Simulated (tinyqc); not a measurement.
# Double-gate transistor below threshold, two-dimensional Poisson equation on a small mesh: several studies

Half of a symmetric double-gate structure: row 0 is the mid-plane of the body, where the normal field vanishes. Mobile charge is neglected (subthreshold), the body is fully depleted, and potentials are counted from the intrinsic level; rows run upward to the gate, columns from source to drain.

Parameters, values chosen for the exercise; semiconductor permittivity close to that of gallium nitride:

| symbol | value | unit | meaning |
|---|---|---|---|
| T | 300 | K | temperature |
| eps_r | 9.4 |  | relative permittivity of the semiconductor |
| eox | 7.5 |  | relative permittivity of the insulator |
| tb | 3 | nm | half the body thickness |
| tox | 3.6 | nm | insulator thickness |
| L | 19 | nm | channel length |
| Na | 0 | cm^-3 | acceptor density of the depleted body |
| Vbi | 0.5 | V | potential of the source |
| Vfb | -0.03 | V | gate offset |
| Vg | 0.05 | V | gate voltage |
| Vd | 1 | V | drain voltage |

Constants: q = 1.602176634e-19 C, kB = 1.380649e-23 J/K, Vt = kB T/q, eps0 = 8.8541878128e-14 F/cm where lengths are in cm. Results are converted to the units shown.

Each table varies one quantity; the others keep the values above.

## Effect of the drain voltage

Mesh: rows i = 0..12 in the semiconductor (step hs = tb/12, row 12 on the interface), then 8 step(s) ho = tox/8 up to the gate row 20; columns j = 0..80 (step hy = L/80). Box integration, divided by eps0: up_i = eps hy/h of the interval above row i, dn_i = that of the interval below (0 for row 0), lat_i = (sum of eps h/2 over the intervals above and below)/hy, s_i = -q Na w_i hy/eps0 with w_i the semiconductor height of the box (hs/2 for row 0 and the interface row, hs between, 0 in the insulator). Each free node obeys (up + dn + 2 lat) psi = up psi(above) + dn psi(below) + lat [psi(left) + psi(right)] + s. Fixed values: gate row Vg - Vfb; column 0 at Vbi and the last column at Vbi + Vd in the semiconductor, each running linearly to Vg - Vfb across the insulator. The system is solved directly. On row 0 the minimum of psi and its place come from a parabola through the three lowest nodes; barrier = Vbi - minimum, swing = Vt ln 10/(d psi/dVg), DIBL = (d psi/dVd)/(d psi/dVg) there. Lambda = pi/k with k the smallest positive root of tan(k tox) tan(k tb) = eox/eps_r.

Results:
```
Vd (V)	L/Lambda	barrier (V)	place y/L	swing (mV/decade)	DIBL (mV/V)
0.05	1.337	0.3019	0.4861	81.13	170.6
0.25	1.337	0.2792	0.4424	81.95	142.3
0.65	1.337	0.2432	0.3841	84.76	113.4
0.85	1.337	0.2280	0.3625	86.40	104.7
1.05	1.337	0.2142	0.3439	88.12	97.99
```

Estimate the missing row, Vd = 0.45 V.

Computed row:
```
Vd (V)	L/Lambda	barrier (V)	place y/L	swing (mV/decade)	DIBL (mV/V)
0.45	1.337	0.2600	0.4099	83.25	125.2
```

With this row back in the table: As Vd goes from 0.05 to 1.05 V, the barrier falls from 0.302 to 0.214 V, the swing rises from 81.1 to 88.1 mV a decade and DIBL falls from 171 to 98.0 mV/V; the ideal swing is 59.5. The barrier top moves from y/L = 0.486 to 0.344, towards the source.

## Effect of the relative permittivity of the insulator

Same model as above.

Results:
```
eox	L/Lambda	barrier (V)	place y/L	swing (mV/decade)	DIBL (mV/V)
3.9	1.051	0.1287	0.2960	115.0	171.5
5.9	1.229	0.1873	0.3326	94.97	121.1
8.8	1.409	0.2357	0.3571	83.93	87.66
13	1.585	0.2730	0.3742	77.30	65.47
30	1.933	0.3233	0.3966	70.06	39.49
```

Estimate the missing row, eox = 20.

Computed row:
```
eox	L/Lambda	barrier (V)	place y/L	swing (mV/decade)	DIBL (mV/V)
20	1.772	0.3033	0.3876	72.75	49.32
```

With this row back in the table: As eox goes from 3.9 to 30, the barrier rises from 0.129 to 0.323 V, the swing falls from 115 to 70.1 mV a decade and DIBL falls from 171 to 39.5 mV/V; the ideal swing is 59.5. L/Lambda goes from 1.1 to 1.9. At eox = 3.9 the barrier is under 6 Vt, so mobile charge, neglected here, begins to count.

## Effect of the gate voltage

Same model as above.

Effect of the gate voltage:
```
Vg (V)	L/Lambda	barrier (V)	place y/L	swing (mV/decade)	DIBL (mV/V)
-0.2	1.337	0.3909	0.3868	84.58	114.6
-0.12	1.337	0.3348	0.3770	85.26	110.5
-0.04	1.337	0.2792	0.3651	86.18	105.8
0.04	1.337	0.2243	0.3504	87.48	100.3
0.12	1.337	0.1705	0.3314	89.46	93.80
0.2	1.337	0.1181	0.3057	92.77	85.93
```

As Vg goes from -0.2 to 0.2 V, the barrier falls from 0.391 to 0.118 V, the swing rises from 84.6 to 92.8 mV a decade and DIBL falls from 115 to 85.9 mV/V; the ideal swing is 59.5. The barrier top moves from y/L = 0.387 to 0.306, towards the source. At Vg = 0.2 V the barrier is under 6 Vt, so mobile charge, neglected here, begins to count.

Numbers from tinyqc (`OMP_NUM_THREADS=1 python tinyqc.py 2480067 2480068 out.jsonl`; about 0.09 s on one thread of a shared Intel Xeon 2.30GHz).
